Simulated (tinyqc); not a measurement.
## Off-state leakage of single and stacked transistors: subthreshold current against the height of the stack

n-channel devices of unit width. Subthreshold current I(Vg, Vs, Vd) = I0 (T/300 K)^0.5 exp[(Vg - Vs - VT(T) - gb (Vs - Vb) + dd (Vd - Vs))/(nf Vt)] (1 - exp(-(Vd - Vs)/Vt)), VT(T) = VT - cT (T - 300 K). Gate-edge tunnelling Ig (Vd/1 V) exp(ag (Vd - 1 V)), for a gate at 0 V, and band-to-band leakage Ab u exp(-Bb/u), u = Vd - Vb + 1 V, flow at a drain held at V; both are taken as independent of T. In a stack of off transistors (all gates at 0 V) the same subthreshold current passes through each.

All n gates at 0 V, bottom source at 0 V, top drain at V; node voltages follow from equal currents.

Parameters, values chosen for the exercise; values of the order met in bulk silicon logic transistors: temperature T = 378 K; supply voltage V = 0.8 V; threshold at 300 K, zero drain and body bias VT = 0.49 V; fall of the threshold with temperature cT = 0.7 mV/K; current at threshold at 300 K I0 = 0.61 uA/um; slope factor nf = 1.47; drain-induced lowering per volt dd = 0.13; rise of the threshold per volt of source-body bias gb = 0.2; body voltage Vb = 0 V.

Constants: q = 1.602176634e-19 C, kB = 1.380649e-23 J/K, Vt = kB T/q. Results are converted to the units shown.

Result of one run:
columns A: n; B: I (nA/um); C: reduction factor; D: drain voltage of the bottom device (mV); E: source voltage of the top device (mV); F: voltage across the top device (V)
```
A       B      C      D  E       F
1  0.6757  1.000  800.0  0  0.8000
```

What becomes of these results when the number of transistors in series n is changed from 1 to 5, all else the same?

Result of the changed run:
columns A: n; B: I (nA/um); C: reduction factor; D: drain voltage of the bottom device (mV); E: source voltage of the top device (mV); F: voltage across the top device (V)
```
A        B      C      D      E       F
5  0.02281  29.62  11.04  122.0  0.6780
```

The whole series:
columns A: n; B: I (nA/um); C: reduction factor; D: drain voltage of the bottom device (mV); E: source voltage of the top device (mV); F: voltage across the top device (V)
```
A        B      C      D      E       F
1   0.6757  1.000  800.0      0  0.8000
2  0.08480  7.968  74.72  74.72  0.7253
3  0.04448  15.19  25.25  97.96  0.7020
4  0.03015  22.41  15.34  111.9  0.6881
5  0.02281  29.62  11.04  122.0  0.6780
6  0.01835  36.82  8.633  129.8  0.6702
```

The second transistor cuts the current by a factor of 7.97, the third by a further 1.91 and the sixth by 1.24. The top device keeps 83.8 % of the supply at n = 6, while the drain voltage of the bottom one falls to 0.265 Vt.

Program tinyqc, `OMP_NUM_THREADS=1 python tinyqc.py 2242260 2242261 out.jsonl`; Intel Xeon 2.30GHz, shared host, one thread, about 0.03 s.
